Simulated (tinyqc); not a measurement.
From C_0 back to doping N: deep-level transient spectroscopy (DLTS) of one majority-carrier trap. Computed by tinyqc, a small Python program. Command: `OMP_NUM_THREADS=1 python tinyqc.py 3018690 3018691 out.jsonl dlts inv`. One thread of a shared host (Intel(R) Xeon(R) Processor @ 2.30GHz), about 0.2 s of CPU time with the checks.

A filling pulse loads the traps in a one-sided junction; under reverse bias they empty at the rate e, and the capacitance relaxes as C(t) = C_0 - dC exp(-e t). The signal is S = [C(t_2) - C(t_1)]/dC.

Inputs (values chosen for the exercise, with mass and screening modelled on CdTe):
```
quantity                    value   unit
density-of-states mass m   0.0997    m_0
valleys M                       1      -
trap depth E_t               0.25     eV
cross-section sigma_0     2.1e-14   cm^2
degeneracy ratio g              2      -
gate time t_1              0.0003      s
ratio t_2/t_1                   4      -
temperature T                 127      K
trap density N_t          9.1e+13  cm^-3
dielectric constant eps      9.85      -
built-in voltage V_b            1      V
reverse bias V_r              8.5      V
diode area                 0.0034   cm^2
capture barrier E_b         0.039     eV
```

Carriers: electrons. Extra term: capture barrier.

Constants: k_B = 8.617333262e-05 eV/K; k_B = 1.380649e-23 J/K; m_0 = 9.1093837015e-31 kg; h = 6.62607015e-34 J s; eps_0 = 8.8541878128e-12 F/m; e = 1.602176634e-19 C.

Method:
- e = g sigma v N_b exp(-E/k_B T), v = sqrt(3 k_B T/m), N_b = 2 M (2 pi m k_B T/h^2)^(3/2), sigma = sigma_0 exp(-E_b/k_B T), E = E_t.
- S(e) = exp(-e t_1) - exp(-e t_2) peaks at the rate window e_0 = ln(t_2/t_1)/(t_2 - t_1).
- T_p solves e(T) = e_0 (bisection between 15 and 1500 K); the half-height points solve S = S_max/2 on either side.
- W = sqrt(2 eps eps_0 (V_b + V_r)/(e N)), C_0 = eps eps_0 area/W. The pulse goes to zero bias, W_0 = W(V_r = 0). Traps within lambda = sqrt(2 eps eps_0 (E_t - E_F)/(e^2 N)) of the depletion edge stay filled, with E_F = k_B T_p ln(N_b/N) from the band, N_b = 2 M (2 pi m k_B T_p/h^2)^(3/2) (dopants taken as fully ionised). dC = C_0 (N_t/2N) f, f = [(W - lambda)^2 - max(W_0 - lambda, 0)^2]/W^2. The simple estimate is 2 N dC/C_0.

Problem. A run gave the result below. Find the doping N, known to lie between 1.1e+16 and 2.4e+16 cm^-3.

C_0 = 42.15246 pF

Solution.

Each step takes the trial c = (a f_b - b f_a)/(f_b - f_a), f being the result less the target and a, b, c the logarithms of the listed values; c replaces end b, the old b replaces a if the sign of f changed, and otherwise f_a is halved.

Scan of the range:
```
doping N (cm^-3)  C_0 (pF)
1.10e+16           30.5806
1.25e+16           32.5990
1.43e+16           34.8673
1.62e+16           37.1114
1.85e+16           39.6584
2.11e+16           42.3537
2.40e+16           45.1706
```

False position (Illinois rule, in the logarithm of the input) inside the bracket:
```
step        end a        end b        trial  C_0 (pF)
1     1.85000e+16  2.11000e+16  2.08939e+16   42.1463
2     2.11000e+16  2.08939e+16  2.09000e+16   42.1524
3     2.11000e+16  2.09000e+16  2.09000e+16   42.1525
4     2.09000e+16  2.09000e+16  2.09000e+16   42.1525
```

C_0 rises at every point of a 13-point scan of the range (every second point is shown), so one value fits; it is bracketed by 1.85e16 and 2.11e16. The scan shows a pure power law with exponent 0.5000, so scaling from any one row also gives the answer directly. Answer: doping N = 2.090e16 cm^-3.
